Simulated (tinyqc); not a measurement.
Yield over energy: physical sputtering: collision-cascade yield, angular dependence, faceting and resputtering in deposition. Computed by tinyqc, a small Python program. Command: `OMP_NUM_THREADS=1 python tinyqc.py 3019628 3019629 out.jsonl sputter walk`. One thread of a shared host (Intel(R) Xeon(R) Processor @ 2.30GHz), about 0.01 s of CPU time with the checks.

Ions start collision cascades; atoms that reach the surface with more than U leave. The target is amorphous or fine-grained.

Inputs (values chosen for the exercise, modelled on gallium ions on titanium):
```
quantity                  value     unit
ion Z1                       31        -
ion mass M1                69.7        u
target Z2                    22        -
target mass M2             47.9        u
surface binding energy U   4.85       eV
target density N           56.7   1/nm^3
fit factor Q                0.5        -
ion energy E               2800       eV
current density J           1.9  mA/cm^2
```

Constants: e = 1.602176634e-19 C.

Method. gamma = 4 M1 M2/(M1 + M2)^2; threshold E_th = 6.7 U/gamma for M1 >= M2, else U (1 + 5.7 M1/M2)/gamma. eps = 0.03255 M2 E/(Z1 Z2 (M1 + M2) z), z = (Z1^(2/3) + Z2^(2/3))^(1/2), E in eV; s_n = 3.441 sqrt(eps) ln(eps + 2.718)/(1 + 6.355 sqrt(eps) + eps (6.882 sqrt(eps) - 1.708)); S_n = 84.78 Z1 Z2 M1 s_n/((M1 + M2) z) in eV angstrom^2; alpha = 0.249 (M2/M1)^0.56 + 0.0035 (M2/M1)^1.5 for M1 <= M2, else 0.0875 (M2/M1)^(-0.15) + 0.165 M2/M1; Y0 = 0.042 Q alpha S_n/U [1 - sqrt(E_th/E)]^2.5 (the electronic-loss factor of the full formula is dropped). Erosion rate = Y0 J/(e N); 1 cm^2 = 1e14 nm^2.

threshold E_th = 33.6514 eV

Normal incidence:
```
E (eV)         eps  S_n (eV angstrom^2)          Y0  Y0 per keV
50      2.3091e-04                388.3  4.7349e-03     0.09470
100     4.6181e-04                530.0  5.4004e-02     0.54004
200     9.2363e-04                714.5  1.7024e-01     0.85119
300     1.3854e-03                844.9  2.7181e-01     0.90604
500     2.3091e-03               1034.5  4.3541e-01     0.87082
1000    4.6181e-03               1337.0  7.1836e-01     0.71836
2000    9.2363e-03               1687.0  1.0630e+00     0.53150
5000    2.3091e-02               2200.7  1.5845e+00     0.31690
10000   4.6181e-02               2598.9  1.9960e+00     0.19960
30000   1.3854e-01               3141.5  2.5728e+00     0.08576
100000  4.6181e-01               3292.0  2.8029e+00     0.02803
```

What follows from these numbers?

The yield per keV peaks at 300 eV among these rows, 9 times the threshold, the most economical range for removing atoms. Y0 varies as E^3.51 between the first rows and as E^0.07 at the end, where nuclear stopping is flattening. Caution: the electronic-loss factor, dropped here, would lower the yields at the highest energies slightly.

Extremes, crossings and ranges named in words are read from the listed rows.
